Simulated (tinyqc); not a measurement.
Worked calculation (part 2 of 2): MP2 on RHF in the 6-31g basis, for H4, spin multiplicity 1. Computed by tinyqc, a small Python program that keeps every step (integrals from PySCF). Command: `OMP_NUM_THREADS=1 python tinyqc.py 29553 29554 out.jsonl` (the two numbers bound the seeds that draw the settings). One thread of a shared host (Intel(R) Xeon(R) Processor @ 2.60GHz), about 0.1 s of CPU time with the checks.

Geometry (angstrom):
```
atom         x         y         z
H     0.000000  0.000000  0.000000
H     0.000000  0.000000  0.767000
H     0.000000  0.000000  1.698000
H     0.000000  0.000000  2.465000
```

## Integrals over molecular orbitals

coefficients C:
```
            MO1        MO2        MO3        MO4        MO5        MO6        MO7        MO8
1H 1s  0.184408   0.264691   0.128178   0.131044  -0.559745  -0.744619  -0.762703   0.621145
1H 2s  0.105163   0.212034   1.188517  -2.403587   0.228576  -0.935758   1.259840  -1.388770
2H 1s  0.267847   0.209186  -0.165705   0.172049  -0.534393  -0.435178   0.746371  -1.025676
2H 2s  0.176246   0.412059  -0.842701   3.969153   0.578724   3.793139  -1.117700   2.711047
3H 1s  0.267847  -0.209186  -0.165705  -0.172049  -0.534393   0.435178   0.746371   1.025676
3H 2s  0.176246  -0.412059  -0.842701  -3.969153   0.578724  -3.793139  -1.117700  -2.711047
4H 1s  0.184408  -0.264691   0.128178  -0.131044  -0.559745   0.744619  -0.762703  -0.621145
4H 2s  0.105163  -0.212034   1.188517   2.403587   0.228576   0.935758   1.259840   1.388770
```

core Hamiltonian H = T + V (hartree), lower triangle:
```
           1H 1s      1H 2s      2H 1s      2H 2s      3H 1s      3H 2s      4H 1s      4H 2s
1H 1s  -1.464472
1H 2s  -1.256387  -1.443455
2H 1s  -1.052878  -1.146684  -1.816357
2H 2s  -1.042176  -1.381166  -1.480628  -1.707616
3H 1s  -0.106577  -0.440050  -0.807704  -1.031735  -1.816357
3H 2s  -0.417694  -0.808375  -1.031735  -1.392220  -1.480628  -1.707616
4H 1s  -0.004035  -0.110380  -0.106577  -0.417694  -1.052878  -1.042176  -1.464472
4H 2s  -0.110380  -0.352653  -0.440050  -0.808375  -1.146684  -1.381166  -1.256387  -1.443455
```

Given earlier and not repeated: Two-electron integrals (ij|kl) in chemists' order.

(pq|rs) = sum C_ip C_jq C_kr C_ls (ij|kl), one index at a time.

one-electron integrals over orbitals h = C^T H C (hartree), lower triangle:
```
           1          2          3          4          5          6          7          8
1  -2.049097
2   0.000000  -1.717725
3   0.175120   0.000000  -1.154343
4   0.000000  -0.196466   0.000000  -0.790975
5   0.169465   0.000000   0.068315   0.000000  -0.754526
6   0.000000   0.153915   0.000000   0.045549   0.000000  -0.407698
7  -0.092003   0.000000   0.324791   0.000000   0.054557   0.000000  -0.415304
8   0.000000   0.068264   0.000000   0.285884   0.000000   0.017924   0.000000  -0.340569
```

Two-electron integrals over orbitals (pq|rs), unique and non-zero (hartree):
```
(11|11) 0.535073    (21|21) 0.163782    (22|11) 0.469458    (22|22) 0.464090
(31|11) -0.077854   (31|22) -0.015561   (31|31) 0.065698    (32|21) 0.066144
(32|32) 0.068596    (33|11) 0.380992    (33|22) 0.368064    (33|31) -0.014782
(33|33) 0.339913    (41|21) 0.048685    (41|32) -0.008020   (41|41) 0.033151
(42|11) 0.092044    (42|22) 0.061062    (42|31) -0.037838   (42|33) 0.021707
(42|42) 0.044273    (43|21) -0.077223   (43|32) -0.058323   (43|41) -0.001558
(43|43) 0.089387    (44|11) 0.323766    (44|22) 0.322582    (44|31) -0.001800
(44|33) 0.307967    (44|42) 0.007983    (44|44) 0.301371    (51|11) -0.081722
(51|22) -0.080207   (51|31) 0.005298    (51|33) -0.041704   (51|42) -0.024398
(51|44) -0.032285   (51|51) 0.051133    (52|21) -0.072670   (52|32) -0.025741
(52|41) -0.025485   (52|43) 0.018191    (52|52) 0.053214    (53|11) -0.018365
(53|22) -0.026014   (53|31) -0.005957   (53|33) -0.010825   (53|42) -0.005330
(53|44) -0.000449   (53|51) 0.002074    (53|53) 0.016634    (54|21) -0.043716
(54|32) -0.018870   (54|41) -0.011404   (54|43) 0.030203    (54|52) 0.021370
(54|54) 0.018601    (55|11) 0.426553    (55|22) 0.399227    (55|31) -0.036811
(55|33) 0.329100    (55|42) 0.059540    (55|44) 0.286694    (55|51) -0.050373
(55|53) -0.024960   (55|55) 0.379137    (61|21) -0.047735   (61|32) -0.019791
(61|41) -0.014840   (61|43) 0.013923    (61|52) 0.040996    (61|54) 0.016516
(61|61) 0.033873    (62|11) -0.062921   (62|22) -0.075806   (62|31) -0.010157
(62|33) -0.041071   (62|42) -0.013621   (62|44) -0.030511   (62|51) 0.045758
(62|53) 0.012163    (62|55) -0.047346   (62|62) 0.052043    (63|21) -0.023558
(63|32) -0.020963   (63|41) -0.000542   (63|43) 0.009761    (63|52) 0.018405
(63|54) 0.003006    (63|61) 0.014666    (63|63) 0.016136    (64|11) -0.019339
(64|22) -0.017667   (64|31) 0.002967    (64|33) -0.006384   (64|42) -0.008102
(64|44) -0.004810   (64|51) 0.014707    (64|53) -0.002217   (64|55) -0.011515
(64|62) 0.011109    (64|64) 0.007107    (65|21) 0.121938    (65|32) 0.059002
(65|41) 0.030584    (65|43) -0.059271   (65|52) -0.052465   (65|54) -0.030767
(65|61) -0.034119   (65|63) -0.021711   (65|65) 0.106073    (66|11) 0.401690
(66|22) 0.398835    (66|31) -0.010988   (66|33) 0.325824    (66|42) 0.046252
(66|44) 0.285144    (66|51) -0.049933   (66|53) -0.027097   (66|55) 0.367160
(66|62) -0.051416   (66|64) -0.010331   (66|66) 0.371355    (71|11) 0.051364
(71|22) -0.003997   (71|31) -0.055741   (71|33) 0.011962    (71|42) 0.022076
(71|44) 0.010155    (71|51) -0.008468   (71|53) 0.022191    (71|55) 0.008087
(71|62) 0.013667    (71|64) -0.005110   (71|66) -0.014303   (71|71) 0.069030
(72|21) -0.048633   (72|32) -0.046068   (72|41) -0.000109   (72|43) 0.012558
(72|52) 0.032286    (72|54) 0.005729    (72|61) 0.023393    (72|63) 0.026429
(72|65) -0.048910   (72|72) 0.058474    (73|11) -0.117321   (73|22) -0.095980
(73|31) 0.026095    (73|33) -0.055134   (73|42) -0.036817   (73|44) -0.026752
(73|51) 0.043474    (73|53) 0.009523    (73|55) -0.076390   (73|62) 0.037376
(73|64) 0.010577    (73|66) -0.071654   (73|71) -0.016166   (73|73) 0.058613
(74|21) -0.017002   (74|32) -0.036679   (74|41) 0.015378    (74|43) 0.040173
(74|52) -0.002103   (74|54) 0.009366    (74|61) -0.000987   (74|63) 0.007750
(74|65) -0.020920   (74|72) 0.017743    (74|74) 0.036806    (75|11) -0.034134
(75|22) 0.018765    (75|31) 0.054728    (75|33) 0.005357    (75|42) -0.023475
(75|44) 0.008530    (75|51) -0.012694   (75|53) -0.013516   (75|55) -0.010303
(75|62) -0.030545   (75|64) -0.001785   (75|66) 0.015795    (75|71) -0.055584
(75|73) 0.003622    (75|75) 0.066186    (76|21) 0.052155    (76|32) 0.049134
(76|41) -0.000623   (76|43) -0.023193   (76|52) -0.036500   (76|54) -0.012145
(76|61) -0.028946   (76|63) -0.025766   (76|65) 0.050666    (76|72) -0.054596
(76|74) -0.021146   (76|76) 0.058143    (77|11) 0.465377    (77|22) 0.436075
(77|31) -0.037563   (77|33) 0.362802    (77|42) 0.060868    (77|44) 0.315690
(77|51) -0.083994   (77|53) -0.020138   (77|55) 0.392198    (77|62) -0.078609
(77|64) -0.019544   (77|66) 0.382682    (77|71) 0.021369    (77|73) -0.103044
(77|75) 0.003759    (77|77) 0.446752    (81|21) -0.025722   (81|32) 0.036159
(81|41) -0.035503   (81|43) 0.007305    (81|52) 0.008657    (81|54) 0.013914
(81|61) 0.004624    (81|63) -0.018032   (81|65) -0.002185   (81|72) -0.046287
(81|74) -0.027941   (81|76) 0.039959    (81|81) 0.080809    (82|11) -0.050319
(82|22) 0.006652    (82|31) 0.059538    (82|33) -0.001772   (82|42) -0.029421
(82|44) -0.006373   (82|51) 0.005004    (82|53) -0.020880   (82|55) -0.010641
(82|62) -0.017866   (82|64) 0.004980    (82|66) 0.016403    (82|71) -0.068120
(82|73) 0.009970    (82|75) 0.062556    (82|77) -0.012116   (82|82) 0.076278
(83|21) 0.082156    (83|32) 0.022704    (83|41) 0.031761    (83|43) -0.024795
(83|52) -0.044830   (83|54) -0.019515   (83|61) -0.031579   (83|63) -0.012634
(83|65) 0.059541    (83|72) -0.022481   (83|74) 0.009635    (83|76) 0.024699
(83|81) -0.025042   (83|83) 0.055483    (84|11) -0.106899   (84|22) -0.068505
(84|31) 0.043506    (84|33) -0.040601   (84|42) -0.039749   (84|44) -0.020476
(84|51) 0.028086    (84|53) -0.000636   (84|55) -0.063706   (84|62) 0.013937
(84|64) 0.008472    (84|66) -0.047851   (84|71) -0.038616   (84|73) 0.043732
(84|75) 0.033908    (84|77) -0.074655   (84|82) 0.040602    (84|84) 0.051382
(85|21) -0.005231   (85|32) -0.038419   (85|41) 0.020201    (85|43) 0.009311
(85|52) 0.007945    (85|54) -0.002852   (85|61) 0.007834    (85|63) 0.021177
(85|65) -0.016395   (85|72) 0.045367    (85|74) 0.026660    (85|76) -0.044827
(85|81) -0.058810   (85|83) 0.005784    (85|85) 0.052084    (86|11) 0.011071
(86|22) -0.026654   (86|31) -0.038536   (86|33) -0.012521   (86|42) 0.014002
(86|44) -0.006157   (86|51) 0.009152    (86|53) 0.019007    (86|55) -0.007940
(86|62) 0.027617    (86|64) -0.000614   (86|66) -0.026588   (86|71) 0.048582
(86|73) 0.004853    (86|75) -0.052025   (86|77) -0.017263   (86|82) -0.054656
(86|84) -0.022614   (86|86) 0.047361    (87|21) -0.158291   (87|32) -0.059574
(87|41) -0.049178   (87|43) 0.080690    (87|52) 0.081639    (87|54) 0.049068
(87|61) 0.060277    (87|63) 0.023872    (87|65) -0.120096   (87|72) 0.039243
(87|74) 0.010233    (87|76) -0.050953   (87|81) 0.042689    (87|83) -0.091358
(87|85) -0.003859   (87|87) 0.184211    (88|11) 0.553552    (88|22) 0.488090
(88|31) -0.078264   (88|33) 0.393714    (88|42) 0.095588    (88|44) 0.338586
(88|51) -0.112719   (88|53) -0.010548   (88|55) 0.436850    (88|62) -0.089317
(88|64) -0.028930   (88|66) 0.411273    (88|71) 0.067824    (88|73) -0.137520
(88|75) -0.033024   (88|77) 0.506442    (88|82) -0.062719   (88|84) -0.122663
(88|86) 0.014165    (88|88) 0.620699
```

## Second-order Moller-Plesset energy

orbital energies (hartree): MO1 -0.738891, MO2 -0.478501, MO3 0.209476, MO4 0.424297, MO5 0.792687, MO6 1.107437, MO7 1.260096, MO8 1.585628

Hartree-Fock energy = -2.19798292 hartree

E2 = sum_ijab (ia|jb) [2 (ia|jb) - (ib|ja)] / (e_i + e_j - e_a - e_b) over occupied i, j and virtual a, b; the opposite-spin part is (ia|jb)^2 / denominator, the rest is same-spin, and SCS-MP2 scales them by 6/5 and 1/3.

Terms (the 40 largest of 72):
```
i  j  a  b    (ia|jb)    (ib|ja)  denominator       term
2  2  3  3   0.068596   0.068596    -1.375954  -0.003420
1  1  3  3   0.065698   0.065698    -1.896734  -0.002276
1  2  3  8   0.059538   0.036159    -3.012496  -0.001639
2  1  8  3   0.059538   0.036159    -3.012496  -0.001639
1  2  7  8  -0.068120  -0.046287    -4.063115  -0.001508
2  1  8  7  -0.068120  -0.046287    -4.063115  -0.001508
2  2  8  8   0.076278   0.076278    -4.128257  -0.001409
1  1  8  8   0.080809   0.080809    -4.649037  -0.001405
2  1  4  3  -0.037838  -0.008020    -1.851164  -0.001383
1  2  3  4  -0.037838  -0.008020    -1.851164  -0.001383
1  1  7  7   0.069030   0.069030    -3.997973  -0.001192
2  2  5  5   0.053214   0.053214    -2.542375  -0.001114
2  2  4  4   0.044273   0.044273    -1.805595  -0.001086
1  1  7  3  -0.055741  -0.055741    -2.947354  -0.001054
1  1  3  7  -0.055741  -0.055741    -2.947354  -0.001054
2  2  7  7   0.058474   0.058474    -3.477193  -0.000983
2  2  7  3  -0.046068  -0.046068    -2.426574  -0.000875
2  2  3  7  -0.046068  -0.046068    -2.426574  -0.000875
2  2  6  6   0.052043   0.052043    -3.171875  -0.000854
1  1  5  5   0.051133   0.051133    -3.063155  -0.000854
1  2  5  6   0.045758   0.040996    -3.117515  -0.000742
2  1  6  5   0.045758   0.040996    -3.117515  -0.000742
2  1  5  6   0.040996   0.045758    -3.117515  -0.000476
1  2  6  5   0.040996   0.045758    -3.117515  -0.000476
1  1  4  4   0.033151   0.033151    -2.326375  -0.000472
1  1  8  4  -0.035503  -0.035503    -3.487706  -0.000361
1  1  4  8  -0.035503  -0.035503    -3.487706  -0.000361
2  2  5  7   0.032286   0.032286    -3.009784  -0.000346
2  2  7  5   0.032286   0.032286    -3.009784  -0.000346
2  2  5  3  -0.025741  -0.025741    -1.959165  -0.000338
2  2  3  5  -0.025741  -0.025741    -1.959165  -0.000338
2  1  4  7   0.022076  -0.000109    -2.901784  -0.000337
1  2  7  4   0.022076  -0.000109    -2.901784  -0.000337
1  1  6  6   0.033873   0.033873    -3.692654  -0.000311
2  2  4  8  -0.029421  -0.029421    -2.966926  -0.000292
2  2  8  4  -0.029421  -0.029421    -2.966926  -0.000292
1  2  8  7  -0.046287  -0.068120    -4.063115  -0.000279
2  1  7  8  -0.046287  -0.068120    -4.063115  -0.000279
1  2  4  5  -0.025485  -0.024398    -2.434375  -0.000278
2  1  5  4  -0.025485  -0.024398    -2.434375  -0.000278
```

Pair energies (hartree; pair i-j sums ij and ji):
```
pair  opposite spin  same spin
1-1       -0.009560          0
2-1       -0.012812  -0.002046
2-2       -0.012891          0
```

MP2 correlation energy = -0.03730970 hartree

SCS-MP2 correlation energy = -0.04299816 hartree

MP2 total energy = -2.23529262 hartree
